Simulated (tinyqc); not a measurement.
# Memristor with linear dopant drift, Biolek window: two studies

A film of thickness D has a doped share x: R = Ron x + Roff (1 - x), i = v/R, dx/dt = k i F with k = mv Ron/D^2 and F = 1 - x^(2 p) for i >= 0 and 1 - (x - 1)^(2 p) for i < 0. The drive is v = V0 sin(2 pi f t). The model has no threshold and no heating.

Inputs (values chosen for the exercise): resistance of the fully doped film Ron = 200 ohm; resistance of the undoped film Roff = 40000 ohm; film thickness D = 5 nm; dopant mobility mv = 1.1e-14 m^2/(V s); doped share at t = 0 x0 = 0.41; amplitude V0 = 0.7 V; window exponent p = 2; frequency f = 7.6 Hz.

Each table varies one quantity; the others keep the values above.

## Effect of the amplitude on the first half period

The equation is integrated to convergence over the first half period; the lobe area is the integral of i dv, down branch less up branch.

Effect of the amplitude on the first half period:
```
V0 (V),x at half period,R0/R(half period),peak i (uA),lobe area (uW)
0.14,0.4315,1.037,6.021,0.01034
0.23,0.4457,1.064,10.01,0.04743
0.33,0.4617,1.095,14.57,0.1458
0.42,0.4765,1.126,18.79,0.3118
0.51,0.4917,1.159,23.14,0.5798
0.61,0.5089,1.199,28.12,1.037
0.7,0.5247,1.239,32.76,1.632
```

What does the comparison show?

As V0 goes from 0.14 to 0.7 V, x at half period rises from 0.431 to 0.525, the resistance ratio rises from 1.04 to 1.24 and the lobe area rises from 0.0103 to 1.63 uW.

## Effect of the window exponent on the first half period

Same model as above.

Effect of the window exponent on the first half period:
```
p,x at half period,R0/R(half period),peak i (uA),lobe area (uW)
1,0.5035,1.187,32.15,1.281
2,0.5247,1.239,32.76,1.632
3,0.5298,1.252,32.88,1.718
5,0.5312,1.256,32.91,1.742
8,0.5313,1.256,32.91,1.743
12,0.5313,1.256,32.91,1.743
```

What does the table show?

As p goes from 1 to 12, x at half period rises from 0.504 to 0.531, the resistance ratio rises from 1.19 to 1.26 and the lobe area rises from 1.28 to 1.74 uW.

Computed by the program tinyqc: `OMP_NUM_THREADS=1 python tinyqc.py 2880151 2880152 out.jsonl`, one thread of a shared Intel Xeon 2.30GHz, about 0.2 s for the whole run.
